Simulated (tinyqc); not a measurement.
Which current rules in forward bias: trap-assisted generation and recombination current of an abrupt junction. Computed by tinyqc, a small Python program. Command: `OMP_NUM_THREADS=1 python tinyqc.py 3022301 3022302 out.jsonl junctionleak walk`. One thread of a shared host (Intel(R) Xeon(R) Processor @ 2.30GHz), about 0.01 s of CPU time with the checks.

Depletion approximation, flat quasi-Fermi levels across the depleted layer, long neutral regions with minority lifetimes tau_n and tau_p, full ionisation and Boltzmann statistics. Voltages in exponents stand for e V.

Inputs (values chosen for the exercise, with bands and screening modelled on GaAs):
```
quantity                              value    unit
gap E_g                                 1.4      eV
electron mass m_e                    0.0686     m_0
valleys M_c                               1       -
hole mass m_h                         0.546     m_0
dielectric constant eps                13.3       -
acceptor density N_A                2.4e+16   cm^-3
donor density N_D                   1.4e+18   cm^-3
capture time tau_n                  2.2e-08       s
capture time tau_p                  1.4e-05       s
trap level E_t - E_i                  -0.22      eV
electron diffusion coefficient D_n       36  cm^2/s
hole diffusion coefficient D_p          1.1  cm^2/s
temperature T                           250       K
tunnelling mass m_t                    0.25     m_0
```

Field enhancement: Hurkx tunnelling factor.

Constants: k_B = 8.617333262e-05 eV/K; m_0 = 9.1093837015e-31 kg; k_B = 1.380649e-23 J/K; h = 6.62607015e-34 J s; e = 1.602176634e-19 C; eps_0 = 8.8541878128e-12 F/m; hbar = 1.054571817e-34 J s.

Method:
- N_c = 2 M_c (2 pi m_e k_B T/h^2)^(3/2) and N_v = 2 (2 pi m_h k_B T/h^2)^(3/2), masses in units of m_0.
- n_i = sqrt(N_c N_v) exp(-E_g/2 k_B T); V_bi = (k_B T/e) ln(N_A N_D/n_i^2); diffusion saturation current J_d0 = e n_i^2 [sqrt(D_n/tau_n)/N_A + sqrt(D_p/tau_p)/N_D].
- W = sqrt(2 eps eps_0 (V_bi - V)(1/N_A + 1/N_D)/e), x_p = W N_D/(N_A + N_D), x_n = W - x_p, peak field F_m = 2 (V_bi - V)/W; reverse bias means V = -V_r.
- Both capture times are divided by 1 + Gamma, Gamma = 2 sqrt(3 pi) (F/F_G) exp((F/F_G)^2), F_G = sqrt(24 m_t (k_B T)^3)/(e hbar) (the low-field Hurkx form), F being the local field, linear in x from 0 at the edges to F_m.
- Potential from the p edge: phi = (V_bi - V) x^2/(x_p W) on the p side and (V_bi - V)[1 - (W - x)^2/(x_n W)] on the n side; p = N_A exp(-phi/k_B T), n = n_i^2 exp(V/k_B T)/p; U = (n p - n_i^2)/[tau_p (n + n_i exp(dE/k_B T)) + tau_n (p + n_i exp(-dE/k_B T))], dE = E_t - E_i, n1 = n_i exp(dE/k_B T), p1 = n_i exp(-dE/k_B T); J_t = e int U dx by the trapezoid rule on 400 intervals on each side.
- J_d = J_d0 (exp(V/k_B T) - 1). Ideality n = (e/k_B T) dV/d ln J, central difference of 1 mV. The rows stop just below the bias where n = 0.1 p or tau_p n = 0.1 tau_n p at the p edge, or the like at the n edge.

k_B T = 0.0215433 eV

n_i = 12576.5 cm^-3

J_d0 = 4.27177e-23 A/cm^2

Forward characteristic:
```
V (V)  J_t (A/cm^2)  J_d (A/cm^2)  ideality of J_t  ideality of the sum
0.20     1.5365e-13    4.5961e-19           1.2412               1.2412
0.32     7.3785e-12    1.2065e-16           1.7093               1.7093
0.44     1.4687e-10    3.1668e-14           1.9447               1.9443
0.56     2.5350e-09    8.3121e-12           1.9565               1.9504
0.67     3.4759e-08    1.3716e-09           1.9418               1.8748
0.79     6.2621e-07    3.6000e-07           1.9067               1.4325
0.91     1.2293e-05    9.4493e-05           1.8260               1.0549
1.02     2.0930e-04    1.5592e-02           1.8671               1.0062
```

Diffusion overtakes recombination between 0.79 and 0.91 V, and the ideality of the sum goes from 1.24 to 1.01, with a maximum of 1.95 at 0.56 V. The ideality of J_t alone lies between 1.24 and 1.96; it is near 1 at low bias, where re-emission from a level off midgap limits the rate, and rises once n and p exceed n1 and p1. Caution: one side is doped near or above its effective density of states, so Boltzmann statistics understate V_bi.

Extremes, crossings and ranges named in words are read from the listed rows.
